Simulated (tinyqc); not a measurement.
# From Peierls stress sigma_P back to unstable fault energy gamma_us

Model: straight dislocations in isotropic elasticity: fields, energies, partials, Peierls stress and walls. Computed by tinyqc, a small Python program. Command: `OMP_NUM_THREADS=1 python tinyqc.py 3021249 3021250 out.jsonl disloc inv`. One thread of a shared host (Intel(R) Xeon(R) Processor @ 2.30GHz), about 0.02 s of CPU time with the checks.

The line runs along z, the glide plane is y = 0, and beta is the angle between b and the line (0 screw, 90 degrees edge): b_e = b sin(beta) along +x with the extra half plane at y > 0, b_s = b cos(beta). Stress is positive in tension.

Inputs (values chosen for the exercise, modelled on gold):

| quantity | value | unit |
|---|---|---|
| shear modulus G | 26.5 | GPa |
| Poisson ratio nu | 0.43 | - |
| Burgers vector b | 2.884 | angstrom |
| dislocation density rho | 1.1e+12 | 1/m^2 |
| core radius r0/b | 0.5 | - |

Character: screw.

Constants: 1 eV/angstrom^3 = 160.2176634 GPa.

Method:
- Energy factor K = G [cos^2(beta) + sin^2(beta)/(1 - nu)].
- E = K b^2/(4 pi) ln(R/r0) with R = 1/(2 sqrt(rho)); tension T = E + d^2E/d(beta)^2 = G b^2 [1 + nu - 3 nu sin^2(beta)]/(4 pi (1 - nu)) ln(R/r0). The core energy is taken into r0.
- Misfit energy gamma(u) = (gamma_us/2)(1 - cos(2 pi u/b)), so the largest restoring stress is tau_max = pi gamma_us/b; u(x) = b/2 + (b/pi) arctan(x/zeta), zeta = K b/(4 pi tau_max). Summing the misfit energy over atomic rows a' apart gives, for a wide core, W_P = (K b^2/pi) exp(-2 pi zeta/a') and sigma_P = (K b/a') exp(-2 pi zeta/a'); a' = b/2 for edge and 30-degree lines, b sqrt(3)/2 for screw and 60-degree lines.

Problem. A run gave the result below. Find the unstable fault energy gamma_us, known to lie between 140 and 420 mJ/m^2.

Peierls stress sigma_P = 80.23051 MPa

Solution.

Each step takes the trial c = (a f_b - b f_a)/(f_b - f_a), f being the result less the target and a, b, c the logarithms of the listed values; c replaces end b, the old b replaces a if the sign of f changed, and otherwise f_a is halved.

Scan of the range:

| unstable fault energy gamma_us (mJ/m^2) | Peierls stress sigma_P (MPa) |
|---|---|
| 140 | 1.34500e+00 |
| 168 | 7.15958e+00 |
| 202 | 2.92427e+01 |
| 242 | 9.22870e+01 |
| 291 | 2.45226e+02 |
| 350 | 5.53245e+02 |
| 420 | 1.07990e+03 |

False position (Illinois rule, in the logarithm of the input) inside the bracket:

| step | end a | end b | trial | Peierls stress sigma_P (MPa) |
|---|---|---|---|---|
| 1 | 202.000 | 242.000 | 233.781 | 75.2541 |
| 2 | 242.000 | 233.781 | 236.153 | 79.9349 |
| 3 | 242.000 | 236.153 | 236.423 | 80.4800 |
| 4 | 236.153 | 236.423 | 236.300 | 80.2301 |
| 5 | 236.423 | 236.300 | 236.300 | 80.2305 |
| 6 | 236.423 | 236.300 | 236.300 | 80.2305 |
| 7 | 236.300 | 236.300 | 236.300 | 80.2305 |

Peierls stress sigma_P rises at every point of a 13-point scan of the range (every second point is shown), so one value fits; it is bracketed by 202 and 242. Answer: unstable fault energy gamma_us = 236.3 mJ/m^2.

Caution: real fcc metals have far lower Peierls stresses, since their dislocations are split into partials.
